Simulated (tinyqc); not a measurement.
Worked calculation: ROHF in the 6-311g basis, for H2-, spin multiplicity 2. The basis has no diffuse functions, so it cannot describe the extra electron: this is an exercise in the method, not the real anion. One step of it, computed by the program tinyqc.

Task: Iteration 11 (converged): orbitals. Diagonalise F' = X^T F X, C = X C', fill 2 alpha and 1 beta electrons from the bottom; D(s) = C_occ C_occ^T. Each column has its largest component positive (the first on a tie).

converged F (hartree), order 1H 1s, 1H 2s, 1H 3s, 2H 1s, 2H 2s, 2H 3s:
$$\begin{pmatrix}
0.957562 & -0.184801 & -0.340347 & -0.363418 & -0.320491 & -0.310006 \\
-0.184801 & -0.039951 & -0.161333 & -0.320491 & -0.232528 & -0.199309 \\
-0.340347 & -0.161333 & -0.013703 & -0.310006 & -0.199309 & -0.052419 \\
-0.363418 & -0.320491 & -0.310006 & 0.957562 & -0.184801 & -0.340347 \\
-0.320491 & -0.232528 & -0.199309 & -0.184801 & -0.039951 & -0.161333 \\
-0.310006 & -0.199309 & -0.052419 & -0.340347 & -0.161333 & -0.013703
\end{pmatrix}$$

X, order 1H 1s, 1H 2s, 1H 3s, 2H 1s, 2H 2s, 2H 3s:
$$\begin{pmatrix}
0.603500 & -0.950942 & -0.698094 & 0.596312 & 0.611174 & 0.155633 \\
-2.057050 & 1.450076 & 1.007708 & 0.101155 & 0.331609 & 0.233964 \\
2.906608 & -0.830860 & 0.858115 & -0.505952 & 0.107786 & 0.230205 \\
-0.603500 & -0.950942 & 0.698094 & 0.596312 & -0.611174 & 0.155633 \\
2.057050 & 1.450076 & -1.007708 & 0.101155 & -0.331609 & 0.233964 \\
-2.906608 & -0.830860 & -0.858115 & -0.505952 & -0.107786 & 0.230205
\end{pmatrix}$$

Give: F' = X^T F X; orbital energies; coefficients C; D(alpha) after iteration 11; D(beta) after iteration 11.

Result:

F' = X^T F X (hartree):
$$\begin{pmatrix}
1.4512 & 0.0000 & -0.9835 & 0.0000 & 0.3937 & 0.0000 \\
0.0000 & 2.3071 & 0.0000 & -0.9776 & 0.0000 & 0.0137 \\
-0.9835 & 0.0000 & 1.5579 & 0.0000 & -0.8844 & 0.0000 \\
0.0000 & -0.9776 & 0.0000 & 1.1199 & 0.0000 & -0.0517 \\
0.3937 & 0.0000 & -0.8844 & 0.0000 & 1.1376 & 0.0000 \\
0.0000 & 0.0137 & 0.0000 & -0.0517 & 0.0000 & -0.2526
\end{pmatrix}$$

orbital energies (hartree): MO1 -0.2548, MO2 0.2951, MO3 0.5716, MO4 0.8934, MO5 2.8576, MO6 2.9582

coefficients C, order 1H 1s, 1H 2s, 1H 3s, 2H 1s, 2H 2s, 2H 3s:
$$\begin{pmatrix}
0.1713 & 0.0931 & -0.0452 & -0.0834 & -1.1192 & -1.0997 \\
0.2563 & 0.0420 & -0.7885 & -1.5631 & 1.2167 & 1.7064 \\
0.1963 & 1.8972 & 0.8585 & 2.0902 & -0.4730 & -1.1082 \\
0.1713 & -0.0931 & -0.0452 & 0.0834 & -1.1192 & 1.0997 \\
0.2563 & -0.0420 & -0.7885 & 1.5631 & 1.2167 & -1.7064 \\
0.1963 & -1.8972 & 0.8585 & -2.0902 & -0.4730 & 1.1082
\end{pmatrix}$$

D(alpha) after iteration 11, order 1H 1s, 1H 2s, 1H 3s, 2H 1s, 2H 2s, 2H 3s:
$$\begin{pmatrix}
0.0380 & 0.0478 & 0.2103 & 0.0207 & 0.0400 & -0.1431 \\
0.0478 & 0.0674 & 0.1300 & 0.0400 & 0.0639 & -0.0294 \\
0.2103 & 0.1300 & 3.6378 & -0.1431 & -0.0294 & -3.5608 \\
0.0207 & 0.0400 & -0.1431 & 0.0380 & 0.0478 & 0.2103 \\
0.0400 & 0.0639 & -0.0294 & 0.0478 & 0.0674 & 0.1300 \\
-0.1431 & -0.0294 & -3.5608 & 0.2103 & 0.1300 & 3.6378
\end{pmatrix}$$

D(beta) after iteration 11, order 1H 1s, 1H 2s, 1H 3s, 2H 1s, 2H 2s, 2H 3s:
$$\begin{pmatrix}
0.0294 & 0.0439 & 0.0336 & 0.0294 & 0.0439 & 0.0336 \\
0.0439 & 0.0657 & 0.0503 & 0.0439 & 0.0657 & 0.0503 \\
0.0336 & 0.0503 & 0.0385 & 0.0336 & 0.0503 & 0.0385 \\
0.0294 & 0.0439 & 0.0336 & 0.0294 & 0.0439 & 0.0336 \\
0.0439 & 0.0657 & 0.0503 & 0.0439 & 0.0657 & 0.0503 \\
0.0336 & 0.0503 & 0.0385 & 0.0336 & 0.0503 & 0.0385
\end{pmatrix}$$
